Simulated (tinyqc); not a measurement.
Inside a calculation: k.p theory built from an empirical-pseudopotential calculation at Gamma. Values are carried at full precision from step to step, so a last printed digit may differ when a step is redone from the rounded ones.

Empirical pseudopotential on the fcc lattice, atoms at +/- tau, tau = a (1,1,1)/8, no spin-orbit coupling. H(G,G') = c (2 pi/a)^2 |k + G|^2 delta + VS(q) cos(q.tau) + i VA(q) sin(q.tau), q = G - G', c = hbar^2/2m0; k and G in units of 2 pi/a; VS at |q|^2 = 3, 8, 11 and VA at 3, 4, 11, in rydberg, zero elsewhere. The basis is fixed: all 65 G with |G|^2 up to Gcut. Energies are counted from the fourth level at Gamma.

Constants: hbar^2/2m0 = 3.80998211 eV angstrom^2; Ry = 13.60569312 eV.

Parameters, chosen for this exercise (near those of GaAs; not measured data): a = 5.625 angstrom (lattice constant); VS = (-0.231, 0.009, 0.06) Ry (symmetric form factors); VA = (0.071, 0.05, 0.011) Ry (antisymmetric form factors); Gcut = 16 (2 pi/a)^2 (largest |G|^2 of the fixed basis).

## Levels at Gamma

Diagonalise H at k = 0 and group equal levels.

Multiplets at Gamma:

| multiplet | degeneracy | E (eV) |
|---|---|---|
| 1 | 1 | -12.3896 |
| 2 | 3 | 0.0000 |
| 3 | 1 | 1.3415 |
| 4 | 3 | 4.4523 |
| 5 | 1 | 8.0023 |
| 6 | 2 | 8.7411 |
| 7 | 3 | 12.8306 |
| 8 | 1 | 14.2863 |
| 9 | 3 | 27.3395 |

The lowest empty multiplet is a singlet at 1.342 eV; the lowest empty singlet (s-like) is multiplet 3.

## Mass of the s-like conduction level (multiplet 3)

For a multiplet A of d_A states, W(B) = (4 c/(3 d_A)) sum over n in A, m in B and i = x, y, z of |<n|G_i|m>|^2 (G in 1/angstrom, <n|G_i|m> = sum_G c_n(G)* G_i c_m(G)); the mean inverse mass of A is 1 + sum_B W(B)/(E_A - E_B). Multiplets with W = 0 are left out.

List the couplings (the first eight at most); W to the valence triplet is the Kane energy Ep.

Couplings:

| multiplet B | degeneracy | E_B (eV) | W (eV) | W/(E_A - E_B) |
|---|---|---|---|---|
| 2 | 3 | 0.0000 | 18.3921 | 13.7096 |
| 4 | 3 | 4.4523 | 0.0064 | -0.0021 |
| 7 | 3 | 12.8306 | 0.2199 | -0.0191 |
| 10 | 3 | 27.8117 | 0.3871 | -0.0146 |
| 12 | 3 | 28.3971 | 0.2169 | -0.0080 |
| 15 | 3 | 41.6640 | 0.0293 | -0.0007 |
| 17 | 3 | 42.4850 | 0.0003 | 0.0000 |
| 19 | 3 | 43.3007 | 0.0102 | -0.0002 |

sum over the higher multiplets = -0.0012
1/m = 14.6636

Ep = 18.39 eV. The valence triplet gives 13.71, all other levels together -0.05; m = 0.0682, against 0.0680 for two levels alone.

## Valence parameters

Fold all other levels onto the valence triplet: D(u) = c + 4 c^2 sum_m <n|u.G|m><m|u.G|n'>/(0 - E_m), in units of c. Along [100] its eigenvalues are L (once) and M (twice); along [111] (L + 2M + 2N)/3 (once) and (L + 2M - N)/3 (twice). Then g1 = -(L + 2M)/3, g2 = -(L - M)/6, g3 = -N/6.

eigenvalues along [100]: -14.200  -2.219  -2.219

eigenvalues along [111]: -16.787  -0.925  -0.925

L, M, N: -14.200  -2.219  -15.863

g1, g2, g3: 6.212  1.997  2.644

With spin-orbit coupling added at fixed g1, g2, g3 and large against the hole energy these give heavy and light masses along [100] of 0.451 and 0.098. The s-like level alone adds Ep/(3E) = 4.57 to g1. Local form factors fix Ep and the gap only roughly, so these values can lie far from measured ones.

## Checks

- 1/m of the s-like level from the sum against the curvature of the band: both 14.66.
- L and M against the curvatures along [100]: largest relative difference 2.1e-06.

(tinyqc, `OMP_NUM_THREADS=1 python tinyqc.py 1050836 1050837 out.jsonl`, Intel(R) Xeon(R) Processor @ 2.30GHz, 1 thread, shared host, about 1 s.)
